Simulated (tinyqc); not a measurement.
# Heat flow across a film from the phonon Boltzmann equation in the relaxation-time approximation, step by step

A worked calculation. Computed by tinyqc, a small Python program that keeps every step. Command: `OMP_NUM_THREADS=1 python tinyqc.py 3014909 3014910 out.jsonl slabbte walk`. One thread of a shared host (Intel(R) Xeon(R) Processor @ 2.30GHz), about 0.01 s of CPU time with the checks. Intermediate numbers are printed to about 5 digits and carried at full precision; extremes and crossings named in words are read from the listed rows.

Two black walls, hot at x = 0 and cold at x = L, emit phonons isotropically. For one free path Lambda, with tau = x/Lambda, tau_L = L/Lambda and phi = (T - T_cold)/Delta T, energy balance gives phi(tau) = (1/2) [E2(tau) + int_0^tau_L phi(s) E1(|tau - s|) ds]; E_n are the exponential integrals. The flux over the ballistic flux C v Delta T/4 is psi = 1 - 2 int_0^tau_L phi(s) E2(s) ds, and kappa_eff/kappa = (3/4) tau_L psi. kappa = C v Lambda/3 is an input, so at fixed kappa a longer free path means a smaller C v.

Inputs (values chosen for the exercise, modelled on gallium arsenide): bulk conductivity kappa = 44.9 W/(m K); film thickness L = 44 nm; wall temperature difference Delta T = 15 K; free path Lambda_1 = 77 nm; cells n in the small system = 4.

Free-path groups: one.

## The small linear system for Lambda_1

Cut the film into n equal cells with constant phi, collocated at the centres c_i: the kernel integrates to A_ij = |E2(|c_i - e_j|) - E2(|c_i - e_(j+1)|)|/2 for cell edges e_j, and A_ii = 1 - E2(half a cell); solve (1 - A) phi = E2(c)/2; psi = 1 - 2 sum_j phi_j [E3(e_j) - E3(e_(j+1))].

optical thickness tau_L = 0.57143

1 - A:
```
[[0.77878, -0.11082, -0.06802, -0.04722],
 [-0.11082, 0.77878, -0.11082, -0.06802],
 [-0.06802, -0.11082, 0.77878, -0.11082],
 [-0.04722, -0.06802, -0.11082, 0.77878]]
```

right-hand side E2(c)/2: [0.38939, 0.27857, 0.21055, 0.16332]

flux weights E3(e_j) - E3(e_(j+1)): [0.11311, 0.080056, 0.060395, 0.046811]

## Temperature profile and flux in the small system

In short, (1 - A) phi = b and psi = 1 - 2 sum_j w_j phi_j, with b the right-hand side and w_j the flux weights; the cells divide 0 to tau_L.

phi at the cell centres: [0.63917, 0.54493, 0.45507, 0.36083]

psi, small system = 0.67941

## Fine solution for Lambda_1

Use 150 and 300 cells and extrapolate psi = (4 psi(300) - psi(150))/3. The jump at the hot wall is 1 - phi there (linear extrapolation from the first two of 300 cells). Two-flux (diffusion with slip) formula: psi = 1/(1 + 3 tau_L/4).

psi for Lambda_1 = 0.67740

kappa_eff/kappa for Lambda_1 = 0.29031

jump at the wall / Delta T for Lambda_1 = 0.29991

psi, two-flux formula = 0.7

The small system misses psi by +0.30 % and the two-flux formula by +3.3 %. Jumps at the walls and the gradient inside share Delta T.

## Conductivity, flux and boundary resistance of the film

Each group is solved on its own with 150 and 300 cells, psi = (4 psi(300) - psi(150))/3, and weighted by its share of kappa. Flux J = kappa_eff Delta T/L; apparent boundary resistance per wall (L/kappa_eff - L/kappa)/2.

kappa_eff = 13.035 W/(m K)

kappa_eff/kappa = 0.29031

flux J = 4.4438 GW/m^2

apparent resistance per wall = 1.1978 m^2 K/GW

## Exact and approximate size effects

Two-flux: kappa_eff/kappa = sum f_i/(1 + 4 Lambda_i/(3 L)). Matthiessen with the thickness: sum f_i/(1 + Lambda_i/L). Ballistic limit: sum f_i 3 L/(4 Lambda_i).

Kappa_eff/kappa:
```
L (nm)  Boltzmann  two-flux  Matthiessen  ballistic limit
2.3      0.021777  0.021912     0.029004         0.022403
7.7      0.068678  0.069767     0.090909            0.075
19        0.15213   0.15616      0.19792          0.18506
46        0.29939   0.30942      0.37398          0.44805
120       0.52395   0.53892      0.60914           1.1688
310       0.73916   0.75121      0.80103           3.0195
770       0.87562   0.88235      0.90909              7.5
1900      0.94579   0.94874      0.96105           18.506
```

The two-flux formula lies above the Boltzmann result by at most about 3.3 % (at L = 46 nm); the Matthiessen form is high by up to 33 %, since it misses the factor 3/4 of the ballistic limit. The thinnest film reaches 97 % of that limit, and the thickest, 25 Lambda_1, only 95 % of the bulk value. Rows below about 10 nm are near the phonon wavelength, where a particle picture fails.

Checks made by the program: symmetry phi(tau) + phi(tau_L - tau) = 1 (relative difference below 1e-10); thick-film limit psi = 1/(3 tau_L/4 + 1.0657) at tau_L = 20 (relative difference 2e-04).
